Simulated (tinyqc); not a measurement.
# Floating body of a partially depleted SOI transistor: body voltage and kink: two studies

Source at 0 V. Channel current Ic = 2 nf K Vt^2 [F(0) - F(Vd)](1 + la Vd), F(V) = ln^2(1 + exp((Vg - VT - nf V)/(2 nf Vt))), VT = VT0 - gb Vb. Saturation voltage Vs = 2 Vt sqrt(F(0)) + 3 Vt, excess Ve = (Vd - Vs + sqrt((Vd - Vs)^2 + 0.0004 V^2))/2, multiplication M1 = Ai Ve exp(-Bl/Ve). Each junction passes D(v) = J1 (exp(v/Vt) - 1) + J2 (exp(v/(2 Vt)) - 1). Bipolar current Ib = bb J1 (exp(Vb/Vt) - 1). The body settles where M1 (Ic + Ib) = D(Vb) + D(Vb - Vd) + Vb/Rb; drain current Id = (1 + M1)(Ic + Ib) - D(Vb - Vd).

Values chosen for this exercise; values of the order met in partially depleted silicon-on-insulator transistors:
```
symbol    value         unit                                                                                            meaning
T           300            K                                                                                        temperature
VT0         0.5            V                                                                     threshold at zero body voltage
gb         0.34                                                                  fall of the threshold per volt of body voltage
nf         1.16                                                                                                    slope factor
K           200  uA/(V^2 um)                                                                              gain factor per width
la         0.09          1/V                                                                   channel-length modulation factor
Ai         1.76          1/V                                                                        impact-ionisation prefactor
Bl          5.1            V                                                                          impact-ionisation voltage
J1      3.4e-12        uA/um                                                      diffusion saturation current of each junction
J2       4.1e-8        uA/um                                                  recombination saturation current of each junction
bb            0                                                 gain of the lateral bipolar transistor on the diffusion current
Rb          1e9      kohm um  resistance of a weak body tie to the source (1e9 stands for no tie, and the term is then dropped)
Vg         0.58            V                                                                                       gate voltage
Vd          1.8            V                                                                                      drain voltage
```

Constants: q = 1.602176634e-19 C, kB = 1.380649e-23 J/K, Vt = kB T/q. Results are converted to the units shown.

Each table varies one quantity; the others keep the values above.

## Output curve and kink

Rows with more than one solution for Vb (latch) are left out; dId/dVd by a forward difference over 1e-4 V, swing = 1e-4 V over the change of log10 Id; M1 under 1e-12 is printed as 0.

Output curve and kink:
```
Vd (V)  Vb (V)        M1  Id, floating (uA/um)  Id, grounded (uA/um)  ratio  dId/dVd, floating (uS/um)  dId/dVd, grounded (uS/um)
0.84    0.4646  1.026e-4                 5.300                0.8203  6.461                      9.647                    0.07553
1       0.5388  7.959e-4                 6.552                0.8336  7.859                      6.432                    0.09292
1.16    0.5845  0.003464                 7.452                0.8508  8.759                      5.011                     0.1248
1.32    0.6164   0.01025                 8.197                0.8743  9.376                      4.401                     0.1706
1.48    0.6403   0.02350                 8.886                0.9060  9.808                      4.281                     0.2277
1.64    0.6591   0.04527                 9.585                0.9476  10.12                      4.503                     0.2930
1.8     0.6742   0.07708                 10.34                 1.000  10.34                      4.974                     0.3638
```

What does the comparison show?

Vb rises from 0.465 to 0.674 V and the ratio of the currents rises from 6.46 to 10.3. The output conductance with a floating body exceeds the grounded value by the largest factor among the rows, 128, at Vd = 0.84 V, where Vb = 0.465 V and M1 = 1.03e-4.

## Transfer curve and swing

Same model as above.

Result of one run:
columns A: Vg (V); B: Vb (V); C: M1; D: Id, floating (uA/um); E: Id, grounded (uA/um); F: ratio; G: swing, floating (mV/decade); H: swing, grounded (mV/decade)
```
A          B        C      D       E      F      G      H
0.55  0.6708  0.08360  8.429  0.5838  14.44  319.7  119.4
```

What becomes of these results when the gate voltage Vg is changed from 0.55 to 0.05 V, all else the same?

Result of the changed run:
columns A: Vg (V); B: Vb (V); C: M1; D: Id, floating (uA/um); E: Id, grounded (uA/um); F: ratio; G: swing, floating (mV/decade); H: swing, grounded (mV/decade)
```
A           B       C         D         E      F      G      H
0.05  0.05248  0.1570  2.707e-7  1.677e-7  1.614  68.24  91.38
```

The whole series:
columns A: Vg (V); B: Vb (V); C: M1; D: Id, floating (uA/um); E: Id, grounded (uA/um); F: ratio; G: swing, floating (mV/decade); H: swing, grounded (mV/decade)
```
A           B        C         D         E      F      G      H
0.05  0.05248   0.1570  2.707e-7  1.677e-7  1.614  68.24  91.38
0.15   0.3030   0.1567  1.087e-4  3.589e-6  30.28  30.52  69.95
0.25   0.5317   0.1519   0.03120  9.838e-5  317.1  55.78  69.62
0.35   0.6161   0.1336    0.6980  0.002587  269.9  105.5  71.86
0.45   0.6532   0.1077     3.413   0.05395  63.26  201.0  82.50
0.55   0.6708  0.08360     8.429    0.5838  14.44  319.7  119.4
0.65   0.6799  0.06319     15.48     2.669  5.801  445.1  196.3
0.75   0.6842  0.04637     24.42     6.873  3.553  571.2  301.2
0.85   0.6850  0.03284     35.15     13.13  2.677  696.2  417.5
```

Vb rises from 0.0525 to 0.685 V. The smallest swing among the rows is 30.5 mV a decade with a floating body (at Vg = 0.15 V) and 69.6 with a grounded one; Vt ln 10 = 59.5. The floating swing is smaller by more than 3 % for Vg = 0.05, 0.15, 0.25 V, where the rising Vb lowers the threshold as Vg rises. In the first row the floating body raises the current by a factor of 1.61.

Range of the model: The multiplication law is an empirical form chosen for the exercise; self-heating and capacitive coupling to the body are left out, and the linear laws are rough once Vb passes about 0.7 V or M1 about 0.1.

Computed by the program tinyqc: `OMP_NUM_THREADS=1 python tinyqc.py 2182081 2182082 out.jsonl`, one thread of a shared Intel Xeon 2.30GHz, about 0.2 s for the whole run.
